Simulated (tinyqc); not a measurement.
Short-channel transistor, virtual-source model with series resistance: one step of the calculation.

The current per gate width is the charge at the top of the source barrier (the virtual source) times its velocity times a saturation function; al and be are fitting constants of the model. Units: I in uA/um, Rs in ohm um, so I Rs = 1e-6 I Rs in volts; Q in uC/cm^2, so I = 1e-4 Q vx0 Fsat with vx0 in cm/s.

Problem. What the series resistance costs. Intrinsic voltages Vg' = Vgs - I Rs, Vd' = Vds - 2 I Rs. n = n0 + nd Vd', VT = VT0 - dl Vd', Ff = 1/(1 + exp((Vg' - VT + al Vt/2)/(al Vt))), Q = Cinv n Vt ln(1 + exp((Vg' - VT + al Vt Ff)/(n Vt))), Vdsat = (vx0 L/mu)(1 - Ff) + Vt Ff, Fsat = u/(1 + u^be)^(1/be) with u = Vd'/Vdsat, and I = Q vx0 Fsat per width. I0 is the current for Rs = 0. Effective velocity I/Q; transit time L Q/I.

Inputs (values chosen for the exercise):

| symbol | value | unit | meaning |
|---|---|---|---|
| T | 300 | K | temperature |
| Cinv | 2.97 | uF/cm^2 | inversion capacitance |
| vx0 | 1.33e7 | cm/s | velocity at the virtual source |
| mu | 82 | cm^2/(V s) | apparent mobility |
| L | 32 | nm | channel length |
| VT0 | 0.43 | V | threshold at zero drain voltage |
| dl | 0.177 | V/V | drain-induced barrier lowering |
| n0 | 1.3 |  | subthreshold factor |
| nd | 0.2 | 1/V | growth of n with drain voltage |
| al | 3.5 |  | threshold shift (in units of Vt) from weak to strong inversion |
| be | 1.4 |  | sharpness of saturation |
| Rs | 90 | ohm um | series resistance of each contact |
| Vgs | 0.9 | V | gate voltage |
| Vds | 0.45 | V | drain voltage |

Constants: q = 1.602176634e-19 C, kB = 1.380649e-23 J/K, Vt = kB T/q. Results are converted to the units shown.

converged I = 799.76268 uA/um
I0 = 1229.0114 uA/um

Give: loss against I0; effective velocity; transit time.

Solution.

loss against I0 = 34.926 %
effective velocity = 5.9502e6 cm/s
transit time = 0.53780 ps

Computed by the program tinyqc: `OMP_NUM_THREADS=1 python tinyqc.py 2380036 2380037 out.jsonl`, one thread of a shared Intel Xeon 2.30GHz, about 0.01 s for the whole run.
